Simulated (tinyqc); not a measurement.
Weaire-Thorpe hybrids on a Bethe lattice: gap and dangling bond of an amorphous tetrahedral solid, step by step. Values are carried at full precision from step to step, so a last printed digit may differ when a step is redone from the rounded ones.

Four sp3 hybrids an atom at energy 0, coupled by -V1 on the atom and by -V2 along a bond; the bonds form a tree (no rings). For any network the gap runs at least from -V2 + V1 to V2 - 3 V1, and p-like states pile up at -V2 + V1 and V2 + V1. On the tree the gap is wider: it ends at Ec = -V1 + sqrt(V2^2 + 4 V1^2 - 2 sqrt3 V1 V2), which makes it well wider than the gaps of the real glasses. A branch seen from a hybrid has the self-energy S = V2^2 g, where g is the Green function of the hybrid across the bond, whose three partners carry S themselves. With a = z - V1, b = a - S: g = 1/(a + V1 b/(b + 3 V1)), z = E + i eta. A full atom has G = (1/b)(b + 3 V1)/(b + 4 V1) per hybrid; a dangling hybrid with shift dh has G = 1/(1/g - dh).

Inputs chosen for the exercise (of the size of tabulated hybrid energies for amorphous silicon; the results hold for these values, not for the real material):

| symbol | value | unit | meaning |
|---|---|---|---|
| V1 | 1.75 | eV | coupling of two hybrids on one atom |
| V2 | 4.65 | eV | coupling of the two hybrids of a bond |
| E | -2.51 | eV | energy |
| eta | 0.02 | eV | broadening |
| dh | 0.29 | eV | shift of the dangling hybrid (rehybridisation) |

## Edges

Bounds -V2 + V1 and V2 - 3 V1. On the tree the s-like bands are narrower: E = -V1 -/+ sqrt(V2^2 + 4 V1^2 + V1 V2 e) with e from -2 sqrt3 to 2 sqrt3 (for a crystal, -4 to 4), so the conduction edge is -V1 + sqrt(V2^2 + 4 V1^2 - 2 sqrt3 V1 V2).

edges (eV): Ev -2.9000, Ec(bound) -0.6000, Ec(tree) 0.6340

gaps (eV): (bound, reached in the crystal) 2.3000, (tree) 3.5340

The gap needs no periodicity, only V2 > 2 V1 (here V2/V1 = 2.657); leaving out rings widens it by 1.234 eV. Two parameters give the trend, not the value.

## The self-energy at one energy

S = V2^2 g is a quadratic A S^2 + B S + C = 0 with A = a + V1, B = -(a (a + 4 V1) + V2^2), C = V2^2 (a + 3 V1), a = z - V1. Of the two roots take the one with Im S < 0 (if both qualify, the decaying one, with the smaller |V1 V2 g/(b + 3 V1)|).

A, B, C: -2.5100+0.0200i  -9.9497+0.0304i  21.4063+0.4325i

roots (eV): 1.5474+0.0298i  -5.5112-0.0492i

S = -5.5112-0.0492i eV

## Densities at that energy

With z = E + i eta, b = z - V1 - S: full atom G = (b + 3 V1)/(b (b + 4 V1)); g = S/V2^2; dangling hybrid 1/(1/g - dh); densities -Im G/pi.

G (1/eV): (bulk) 0.6279-0.0333i, (dangling with dh = 0) -0.2549-0.0023i, (dangling with dh) -0.2373-0.0020i
densities (1/eV): (bulk) 0.0106, (dangling with dh = 0) 0.0007, (dangling with dh) 0.0006

## The dangling-bond level

For eta = 0 the level solves 1/g(E) = dh inside the gap (bisection); its weight on the dangling hybrid is 1/(d(1/g)/dE), by central differences with step 1e-5 eV.

level = 0.1604 eV
above Ev = 3.0604 eV
weight on the dangling hybrid = 0.529

The level lies at 87 % of the gap of the tree; 47 % of it spreads over the back bonds.

## Checks

- Conduction edge from the formula against the zero of the discriminant: both 0.633983.
- S from the quadratic against damped iteration of S = V2^2 g: both -5.511242.

Run: tinyqc, `OMP_NUM_THREADS=1 python tinyqc.py 1450035 1450036 out.jsonl`; Intel(R) Xeon(R) Processor @ 2.30GHz, one thread, shared host; about 0.03 s of CPU time with all checks.
